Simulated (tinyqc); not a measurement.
Inside a calculation. Method: RKS/exchange-only LDA in the sto-3g basis, for H3+, spin multiplicity 1. Computed by tinyqc, a small Python program that keeps every step (integrals from PySCF). Settings: charge = 1, multiplicity = 1, basis = sto-3g, energy threshold = 1e-08, iteration cap = 89, orthogonalisation = symmetric, start = random, DIIS depth = 0, method = RKS, functional = Slater exchange alone, grid = [15, 86]. Command: `OMP_NUM_THREADS=1 python tinyqc.py 31585 31586 out.jsonl` (the two numbers bound the seeds that draw the settings). One thread of a shared host (Intel(R) Xeon(R) Processor @ 2.60GHz), about 0.2 s of CPU time with the checks. Later iterations appear only in the table of the cycle.

## One-electron integrals

Geometry (angstrom):

| atom | x | y | z |
|---|---|---|---|
| H | 0.000000 | 0.000000 | 0.000000 |
| H | 0.000000 | 0.000000 | 0.929000 |
| H | 0.000000 | 0.899000 | 0.234000 |

Basis sto-3g: exponents (1/bohr^2) and contraction coefficients of normalised primitives:

| element | l (shell) | exponent | coefficient |
|---|---|---|---|
| H | s (1) | 3.425251 | 0.154329 |
| H | s (1) | 0.623914 | 0.535328 |
| H | s (1) | 0.168855 | 0.444635 |

Overlap, kinetic and nuclear-attraction integrals over the contracted functions; the nuclear repulsion is the sum of Za Zb / Rab.

nuclear repulsion = 1.60496153 hartree

overlap S:
```
          1H 1s     2H 1s     3H 1s
1H 1s  1.000000  0.539237  0.539265
2H 1s  0.539237  1.000000  0.419977
3H 1s  0.539265  0.419977  1.000000
```

kinetic energy T (hartree):
```
          1H 1s     2H 1s     3H 1s
1H 1s  0.760032  0.139797  0.139816
2H 1s  0.139797  0.760032  0.068235
3H 1s  0.139816  0.068235  0.760032
```

nuclear attraction V (hartree):
```
           1H 1s      2H 1s      3H 1s
1H 1s  -2.319611  -1.177220  -1.177293
2H 1s  -1.177220  -2.230432  -0.885736
3H 1s  -1.177293  -0.885736  -2.230454
```

core Hamiltonian H = T + V (hartree):
```
           1H 1s      2H 1s      3H 1s
1H 1s  -1.559580  -1.037423  -1.037476
2H 1s  -1.037423  -1.470400  -0.817501
3H 1s  -1.037476  -0.817501  -1.470422
```

## Two-electron integrals

Functions are numbered as in S; the eight-fold symmetry (ij|kl) = (ji|kl) = (kl|ij) leaves the list below.

Two-electron integrals (ij|kl) in chemists' order, unique and non-zero (hartree):
```
(11|11) 0.774606   (21|11) 0.343336   (21|21) 0.189590   (22|11) 0.501769
(22|21) 0.343336   (22|22) 0.774606   (31|11) 0.343359   (31|21) 0.166007
(31|22) 0.261531   (31|31) 0.189611   (32|11) 0.224212   (32|21) 0.131530
(32|22) 0.250900   (32|31) 0.131536   (32|32) 0.109154   (33|11) 0.501784
(33|21) 0.261522   (33|22) 0.435939   (33|31) 0.343359   (33|32) 0.250900
(33|33) 0.774606
```

## Orthogonalisation

S = U s U^T; symmetric (Loewdin) form X = U s^(-1/2) U^T, so that X^T S X = 1.

eigenvalues of S: 0.418990  0.580023  2.000987

X:
```
           1H 1s      2H 1s      3H 1s
1H 1s   1.237140  -0.285618  -0.285648
2H 1s  -0.285618   1.163852  -0.149177
3H 1s  -0.285648  -0.149177   1.163871
```

## Starting guess

The start is random orthonormal orbitals; D = 2 C_occ C_occ^T.

D at the start:
```
           1H 1s      2H 1s      3H 1s
1H 1s   2.307287  -0.970103   0.373191
2H 1s  -0.970103   0.407882  -0.156909
3H 1s   0.373191  -0.156909   0.060362
```

## Iteration 1: exchange-correlation on the grid

Becke grid with 15 radial and 86 angular points per atom, points of zero weight dropped. rho = sum D_ij phi_i phi_j; V_xc,ij = sum w v_xc phi_i phi_j; v_xc is d(rho eps)/d rho.

The 8 grid points with the largest w rho, of 3860 (bohr, atomic units):

| x | y | z | w | rho | eps_xc | v_xc |
|---|---|---|---|---|---|---|
| 0.000000 | 0.437504 | -1.084085 | 0.083624 | 0.078429 | -0.316138 | -0.421517 |
| -0.811726 | 0.221022 | -0.811726 | 0.085121 | 0.075384 | -0.311994 | -0.415991 |
| 0.811726 | 0.221022 | -0.811726 | 0.085121 | 0.075384 | -0.311994 | -0.415991 |
| -0.437504 | 0.000000 | -1.084085 | 0.085205 | 0.075217 | -0.311762 | -0.415683 |
| 0.437504 | 0.000000 | -1.084085 | 0.085205 | 0.075217 | -0.311762 | -0.415683 |
| 0.000000 | 0.000000 | -1.169038 | 0.083280 | 0.075552 | -0.312225 | -0.416300 |
| 0.000000 | -0.437504 | -1.084085 | 0.085268 | 0.073477 | -0.309340 | -0.412453 |
| 0.811726 | -0.221022 | -0.811726 | 0.085720 | 0.072811 | -0.308403 | -0.411204 |

electrons on the grid, sum of w rho = 2.000324

E_xc = sum of w rho eps_xc = -0.67602232 hartree

V_xc (hartree):
```
           1H 1s      2H 1s      3H 1s
1H 1s  -0.435205  -0.154749  -0.180283
2H 1s  -0.154749  -0.188855  -0.094464
3H 1s  -0.180283  -0.094464  -0.257101
```

## Iteration 1: building the Kohn-Sham matrix

J_ij = sum D_kl (ij|kl); F = H + J + V_xc; E = tr D H + tr D J / 2 + E_xc + E_nn.

Coulomb J (hartree):
```
          1H 1s     2H 1s     3H 1s
1H 1s  1.541960  0.662787  0.697783
2H 1s  0.662787  0.950307  0.443531
3H 1s  0.697783  0.443531  1.052461
```

Kohn-Sham matrix F (hartree):
```
           1H 1s      2H 1s      3H 1s
1H 1s  -0.452824  -0.529385  -0.519976
2H 1s  -0.529385  -0.708947  -0.468435
3H 1s  -0.519976  -0.468435  -0.675063
```

total energy of this density = -0.31067250 hartree

## Iteration 1: diagonalisation and new density

Diagonalise F' = X^T F X, C = X C', fill 1 alpha and 1 beta electrons from the bottom; D = 2 C_occ C_occ^T. Each column has its largest component positive (the first on a tie).

F' = X^T F X (hartree):
```
           1          2          3
1  -0.140785  -0.249201  -0.246615
2  -0.249201  -0.541966  -0.137470
3  -0.246615  -0.137470  -0.503877
```

orbital energies (hartree): MO1 -0.837656, MO2 -0.384862, MO3 0.035891

coefficients C:
```
            MO1        MO2        MO3
1H 1s  0.195119   0.028877   1.286383
2H 1s  0.548712  -0.916930  -0.562617
3H 1s  0.475535   0.938292  -0.593227
```

D after iteration 1:
```
          1H 1s     2H 1s     3H 1s
1H 1s  0.076143  0.214129  0.185572
2H 1s  0.214129  0.602170  0.521864
3H 1s  0.185572  0.521864  0.452268
```

## Iteration 2: exchange-correlation on the grid

As before.

The 8 grid points with the largest w rho, of 3860 (bohr, atomic units):

| x | y | z | w | rho | eps_xc | v_xc |
|---|---|---|---|---|---|---|
| -0.674944 | 0.674944 | 1.080611 | 0.053650 | 0.075113 | -0.311618 | -0.415491 |
| 0.674944 | 0.674944 | 1.080611 | 0.053650 | 0.075113 | -0.311618 | -0.415491 |
| -0.674944 | 1.023919 | 1.117140 | 0.058317 | 0.068177 | -0.301716 | -0.402288 |
| 0.674944 | 1.023919 | 1.117140 | 0.058317 | 0.068177 | -0.301716 | -0.402288 |
| -0.811726 | 0.811726 | 1.534533 | 0.072402 | 0.054086 | -0.279306 | -0.372408 |
| 0.811726 | 0.811726 | 1.534533 | 0.072402 | 0.054086 | -0.279306 | -0.372408 |
| 0.437504 | 1.084085 | 1.755556 | 0.065217 | 0.056983 | -0.284207 | -0.378942 |
| -0.437504 | 1.084085 | 1.755556 | 0.065217 | 0.056983 | -0.284207 | -0.378942 |

electrons on the grid, sum of w rho = 2.000051

E_xc = sum of w rho eps_xc = -0.51802979 hartree

V_xc (hartree):
```
           1H 1s      2H 1s      3H 1s
1H 1s  -0.303557  -0.179734  -0.175426
2H 1s  -0.179734  -0.364108  -0.143635
3H 1s  -0.175426  -0.143635  -0.345684
```

## Iteration 2: building the Kohn-Sham matrix

As before.

Coulomb J (hartree):
```
          1H 1s     2H 1s     3H 1s
1H 1s  1.096560  0.631254  0.617675
2H 1s  0.631254  1.207785  0.500705
3H 1s  0.617675  0.500705  1.152352
```

Kohn-Sham matrix F (hartree):
```
           1H 1s      2H 1s      3H 1s
1H 1s  -0.766576  -0.585903  -0.595227
2H 1s  -0.585903  -0.626722  -0.460431
3H 1s  -0.595227  -0.460431  -0.663754
```

total energy of this density = -1.08778856 hartree

## Iteration 2: diagonalisation and new density

As before.

F' = X^T F X (hartree):
```
           1          2          3
1  -0.518924  -0.245747  -0.246987
2  -0.245747  -0.427548  -0.130098
3  -0.246987  -0.130098  -0.469889
```

orbital energies (hartree): MO1 -0.899022, MO2 -0.319717, MO3 -0.197622

coefficients C:
```
            MO1        MO2        MO3
1H 1s  0.538028  -0.148404   1.175666
2H 1s  0.309839  -0.853170  -0.796545
3H 1s  0.361633   0.991216  -0.587501
```

D after iteration 2:
```
          1H 1s     2H 1s     3H 1s
1H 1s  0.578948  0.333404  0.389137
2H 1s  0.333404  0.192001  0.224096
3H 1s  0.389137  0.224096  0.261556
```

## Iteration 21 (converged): orbitals

converged F (hartree):
```
           1H 1s      2H 1s      3H 1s
1H 1s  -0.700885  -0.579127  -0.579161
2H 1s  -0.579127  -0.668690  -0.467642
3H 1s  -0.579161  -0.467642  -0.668713
```

As before.

F' = X^T F X (hartree):
```
           1          2          3
1  -0.439532  -0.244474  -0.244505
2  -0.244474  -0.479779  -0.133140
3  -0.244505  -0.133140  -0.479781
```

orbital energies (hartree): MO1 -0.882689, MO2 -0.346640, MO3 -0.169762

coefficients C:
```
            MO1        MO2        MO3
1H 1s  0.442536  -0.000083   1.223867
2H 1s  0.389956   0.928526  -0.666451
3H 1s  0.390000  -0.928391  -0.666659
```

D after iteration 21:
```
          1H 1s     2H 1s     3H 1s
1H 1s  0.391676  0.345139  0.345178
2H 1s  0.345139  0.304132  0.304165
3H 1s  0.345178  0.304165  0.304199
```

## Convergence

Stop when the energy changes by less than 1e-08 hartree and every element of the error matrix X^T (F D S - S D F) X is below 3e-05.

Course of the cycle:

| iteration | E (hartree) | change | largest element of the error matrix |
|---|---|---|---|
| 1 | -0.31067250 | - | 5.92e-01 |
| 2 | -1.08778856 | -7.77e-01 | 2.94e-01 |
| 3 | -1.15174715 | -6.40e-02 | 1.38e-01 |
| 4 | -1.16290980 | -1.12e-02 | 6.86e-02 |
| 5 | -1.16548519 | -2.58e-03 | 3.43e-02 |
| 6 | -1.16610276 | -6.18e-04 | 1.80e-02 |
| 7 | -1.16626852 | -1.66e-04 | 9.55e-03 |
| 8 | -1.16631843 | -4.99e-05 | 5.29e-03 |
| 9 | -1.16633553 | -1.71e-05 | 3.31e-03 |
| 10 | -1.16634204 | -6.51e-06 | 2.21e-03 |
| 11 | -1.16634470 | -2.66e-06 | 1.48e-03 |
| 12 | -1.16634583 | -1.14e-06 | 9.86e-04 |
| 13 | -1.16634633 | -4.95e-07 | 6.59e-04 |
| 14 | -1.16634655 | -2.19e-07 | 4.40e-04 |
| 15 | -1.16634664 | -9.70e-08 | 2.94e-04 |
| 16 | -1.16634669 | -4.32e-08 | 1.97e-04 |
| 17 | -1.16634671 | -1.93e-08 | 1.31e-04 |
| 18 | -1.16634671 | -8.59e-09 | 8.77e-05 |
| 19 | -1.16634672 | -3.83e-09 | 5.86e-05 |
| 20 | -1.16634672 | -1.71e-09 | 3.91e-05 |
| 21 | -1.16634672 | -7.63e-10 | 2.62e-05 |

PySCF RKS in the same basis, fine grid = -1.16630302 hartree

Converged in 21 iterations. The coarse grid moves the energy by -4.37e-05 hartree.

## Populations, bond orders and dipole

Mulliken: Z minus the diagonal of D S on the atom; Loewdin: the same with S^(1/2) D S^(1/2); Mayer order: 2 sum_s sum (D(s) S)_ij (D(s) S)_ji over the two atoms.

Charges (e):

| atom | Mulliken | Loewdin |
|---|---|---|
| 1H | 0.236070 | 0.243206 |
| 2H | 0.382014 | 0.378440 |
| 3H | 0.381916 | 0.378354 |

Mayer bond orders:

| pair | order |
|---|---|
| 2-1 | 0.472098 |
| 3-1 | 0.472173 |
| 3-2 | 0.381967 |

dipole moment about the origin, x y z (debye): 0.000000  1.649144  2.133868
